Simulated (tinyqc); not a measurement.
Schottky emission and Poole-Frenkel conduction in an insulator, and how to tell them apart: one step of the calculation.

Schottky emission (electrode-limited): J = As T^2 exp[-(pb - b sqrt(F))/Vt], b = sqrt(q/(4 pi eps0 ei)). Poole-Frenkel emission (bulk-limited): J = s0 F exp[-(pt - 2 b sqrt(F))/Vt]. F in V/cm.

Task. Which mechanism made these data. The data come from another sample of the same dielectric, in which one mechanism alone limits the current. Fit straight lines by least squares: ln J on sqrt(F) (Schottky plot, slope b/Vt) and ln(J/F) on sqrt(F) (Poole-Frenkel plot, slope 2 b/Vt), F in V/cm, and read a permittivity from each slope. The right mechanism gives a value near ei, and in any case between ei and es.

Parameters, values chosen for the exercise; dielectric values close to those of zirconium oxide: temperature T = 350 K; high-frequency relative permittivity ei = 4.45; static relative permittivity es = 24.2.

Constants: q = 1.602176634e-19 C, kB = 1.380649e-23 J/K, Vt = kB T/q, eps0 = 8.8541878128e-14 F/cm where lengths are in cm. Results are converted to the units shown.

| point | F (MV/cm) | J (A/cm^2) |
|---|---|---|
| 0 | 0.84 | 0.0263 |
| 1 | 1.47 | 1.57 |
| 2 | 2.1 | 37.77 |
| 3 | 2.73 | 553.9 |
| 4 | 3.37 | 6101 |

Give: slope of the Schottky plot; permittivity read as Schottky; slope of the Poole-Frenkel plot; permittivity read as Poole-Frenkel.

Result.

slope of the Schottky plot = 0.01343 (cm/V)^0.5
permittivity read as Schottky = 0.8770
slope of the Poole-Frenkel plot = 0.01193 (cm/V)^0.5
permittivity read as Poole-Frenkel = 4.450

Both plots are nearly straight, so straightness decides nothing. Read as Poole-Frenkel the data give 4.45, which matches ei = 4.45; read as Schottky they give 0.877, below 1 and impossible. The data are Poole-Frenkel.

tinyqc, about 0.01 s, one thread, Intel Xeon 2.30GHz (shared host): `OMP_NUM_THREADS=1 python tinyqc.py 2370086 2370087 out.jsonl`
